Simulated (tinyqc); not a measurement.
Pair of shallow donors (hydrogen-like orbitals), step by step. Values are carried at full precision from step to step, so a last printed digit may differ when a step is redone from the rounded ones.

Each donor has the orbital exp(-r/a); energy unit Ha* = q/(eps a), q = e^2/(4 pi eps0), so that a lone donor is bound by Ha*/2; x = R/a. One electron: S = (1 + x + x^2/3) exp(-x), j = 1/x - (1 + 1/x) exp(-2x), k = (1 + x) exp(-x); levels E(+/-) = -1/2 - (j +/- k)/(1 +/- S) in Ha*, without the repulsion of the ions, split by D = |E(-) - E(+)|. In six valleys the overlaps S and k are multiplied by v = [cos(K Rx) + cos(K Ry) + cos(K Rz)]/3, K = k0 (2 pi/a_lat), for isotropic envelopes and the symmetric valley state.

Constants: e^2/(4 pi eps0) = 14.39964547 eV angstrom; hbar = 6.58211957e-16 eV s.

Inputs chosen for the exercise (near those of two donors in Si; not measured data):
- a = 16.1 angstrom (orbital radius)
- eps = 11.5 (dielectric constant)
- n = (23, 0, 0) a_lat (separation vector)
- a_lat = 5.431 angstrom (lattice constant)
- k0 = 0.853 2 pi/a_lat (valley position)
- dV = 1.3 D (detuning between the donors, in units of D)

## Distance and integrals

Give Ha*, R, x, S, j, k and v.

Ha* = 77.773 meV
R = 124.91 angstrom
x = 7.7586

S, j, k: [0.01231, 0.12889, 0.00374]

v = 0.4222

## One electron on two donors

Give both levels, the splitting D = |E(-) - E(+)| and the tunnelling frequency D/(2 pi hbar).

E(+), E(-) (meV): [-48.981, -48.839]

D = 0.1415 meV
frequency = 34.21 GHz

The second ion deepens the mean level by 10.02 meV, against Ha*/x = 10.02 meV for a point charge. Without the valley factor D would be 0.335 meV; v is positive, so the even combination lies lower.

## Detuning by a gate

Two-level picture for one electron: with detuning u = dV D the splitting is sqrt(D^2 + u^2) and the lower state has weight (1 + u/sqrt(D^2 + u^2))/2 on the lower donor; the field needed is u/(e R), 1 meV/angstrom = 100 kV/cm.

splitting = 0.2320 meV
weight = 0.896
field = 0.147 kV/cm

## Two electrons and exchange

Two electrons, Heitler-London: with S' = (1 - x + x^2/3) exp(x), C = 1/x - exp(-2x)(1/x + 11/8 + 3x/4 + x^2/6), X = (1/5){exp(-2x)(25/8 - 23x/4 - 3x^2 - x^3/3) + (6/x)[S^2 (0.5772157 + ln x) + S'^2 Ei(-4x) - 2 S S' Ei(-2x)]}, Q = C - 2j + 1/x and A = X - 2 S k + S^2/x, the singlet and triplet lie at (Q +/- w A)/(1 +/- w S^2) from two lone donors, with the valley weight w = v^2; the exchange is J = triplet - singlet.

Give C, X, Q, A and J.

C, X, Q, A (Ha*): [0.1289, 4.892e-05, -2.754e-06, -2.363e-05]

J = 0.655 micro-eV

A swap of the two spins takes pi hbar/J = 3.15 ns (hbar = 6.58212e-16 eV s). Against the one-electron splitting D = 0.141 meV, J/D = 0.0046: exchange needs both electrons to tunnel and falls as exp(-2x), D as exp(-x).

## Checks

- Heitler-London binding at x = 1.6425 against the known 0.1160 hartree: both 0.1160.
- Overlap S by quadrature in spheroidal coordinates against the formula: both 0.01231.

Computed by tinyqc, a small Python program: `OMP_NUM_THREADS=1 python tinyqc.py 1250286 1250287 out.jsonl` (the numbers bound the seed that draws the inputs); one thread of a shared host (Intel(R) Xeon(R) Processor @ 2.30GHz), about 0.01 s for the whole set of steps.
